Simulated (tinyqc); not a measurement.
Pelgrom slope, floor and doping from two device sizes.

Inverse problem. s^2 = A^2/(L W) + s0^2, with s0 independent of size and A = (q/Cox) sqrt(Na Wd/3) from random dopants alone, Cox = 3.9 eps0/ti. Find A, s0 and Na.

Values chosen for this exercise:
- ti = 1.9 nm (oxide-equivalent thickness in inversion)

Constants: q = 1.602176634e-19 C, eps0 = 8.8541878128e-14 F/cm where lengths are in cm. Results are converted to the units shown.

s for gate areas 0.0012 and 0.019 um^2 (mV): [33.6920928, 8.52238089]
Wd = 23.8809571 nm

Solution. s^2 is linear in 1/area: slope A^2, intercept s0^2.

A = 1.167 mV um
s0 = 1.000 mV
Na = 2.200e18 cm^-3

Computed by the program tinyqc: `OMP_NUM_THREADS=1 python tinyqc.py 2090078 2090079 out.jsonl`, one thread of a shared Intel Xeon 2.30GHz, about 0.01 s for the whole run.
